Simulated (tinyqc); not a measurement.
Charge-trap memory cell: two steps of the calculation.

Channel, tunnel oxide, storage layer, blocking layer, gate. N electrons per area sit in a sheet at the centroid and shift the threshold by U = (q/eps0) N (tb/eb + xc tn/en). EOT = t1 + 3.9 (tn/en + tb/eb); tunnel field F = (Vg - U)/EOT; dN/dt = eta (J/q)(1 - N/Nm). Fowler-Nordheim: J = A F^2 exp(-B/F), A = q^2/(16 pi^2 hbar mo phi) (times 1e14 for A/cm^2 with F in V/nm, emitter mass m0), B = (4/3) sqrt(mo/C) phi^1.5, C = hbar^2/(2 m0).

Values chosen for this exercise; oxide values close to those of silicon dioxide, storage layer close to silicon nitride, blocking layer close to silicon dioxide:
```
symbol   value   unit                                                      meaning
phi       3.15     eV                                               tunnel barrier
mo         0.4     m0                                              tunnelling mass
t1         3.8     nm                              tunnel oxide (permittivity 3.9)
tn         5.5     nm                                                storage layer
en         7.1                                           its relative permittivity
tb         7.8     nm                                               blocking layer
eb         3.9                                           its relative permittivity
xc         0.4         charge centroid, share of tn counted from the blocking side
eta       0.86                                capture efficiency of an empty layer
Nm      2.1e13  cm^-2                                                 trap density
T          358      K                                          storage temperature
E1        1.08     eV                                        shallowest trap depth
E2        1.63     eV                                           deepest trap depth
nu        1e13    1/s                                            attempt frequency
Vg        18.3      V            gate voltage less flat band and surface potential
```

Constants: q = 1.602176634e-19 C, kB = 1.380649e-23 J/K, hbar = 1.054571817e-34 J s, m0 = 9.1093837015e-31 kg, Vt = kB T/q, eps0 = 8.8541878128e-14 F/cm where lengths are in cm, hbar^2/(2 m0) = 0.0380998212 eV nm^2. Results are converted to the units shown.

Question 1. Constants of the stack. EOT, the shift for 1e12 electrons per cm^2, the shift with all traps full, and the starting field, current and rate.

Give: EOT; shift for 1e12 cm^-2; shift with all traps full; F(0); J(0); dN/dt at the start.

Answer 1.

EOT = 14.621 nm
shift for 1e12 cm^-2 = 0.41797 V
shift with all traps full = 8.7774 V
F(0) = 1.2516 V/nm
J(0) = 0.79737 A/cm^2
dN/dt at the start = 4.2801e18 cm^-2 s^-1

Question 2. Retention after ten years. Retention: filled traps are spread evenly in depth from E1 to E2, and each empties at the rate nu exp(-E/kB T). The share left is the mean of exp(-nu t exp(-E/kB T)) = [kB T/(E2 - E1)] [E1x(nu t exp(-E2/kB T)) - E1x(nu t exp(-E1/kB T))], E1x the exponential integral; traps shallower than about Ed = kB T ln(nu t) are empty. t = 3.15576e8 s.

Give: Ed; share left; loss a decade while Ed lies between E1 and E2, kB T ln 10/(E2 - E1).

Answer 2.

Ed = 1.527 eV
share left = 0.1565
loss a decade while Ed lies between E1 and E2, kB T ln 10/(E2 - E1) = 0.1292

Range of the model: The Fowler-Nordheim form needs F t1 above phi; trap-assisted paths and leakage through the blocking layer are left out.

tinyqc, about 0.08 s, one thread, Intel Xeon 2.30GHz (shared host): `OMP_NUM_THREADS=1 python tinyqc.py 2130149 2130150 out.jsonl`
